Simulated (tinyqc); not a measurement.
# Gain factor and gap resistance from two string resistances

Question. At small bit-line voltage each of the 96 cells has the resistance 1/(K x) at overdrive x (no mobility reduction) in series with a gap resistance Rg. Find K, Rg and the share of the gaps at the higher overdrive.

resistance of a string of 96 equal cells at overdrives of 3.2 and 8.3 V (kohm): [8373.0732, 3877.0403]

Solution. The resistance per cell is a straight line in 1/x with slope 1/K and intercept Rg.

K = 4.10 uA/V^2
Rg = 11.0 kohm
share of the gaps = 27.2 %

tinyqc, about 0.6 s, one thread, Intel Xeon 2.30GHz (shared host): `OMP_NUM_THREADS=1 python tinyqc.py 2142169 2142170 out.jsonl`
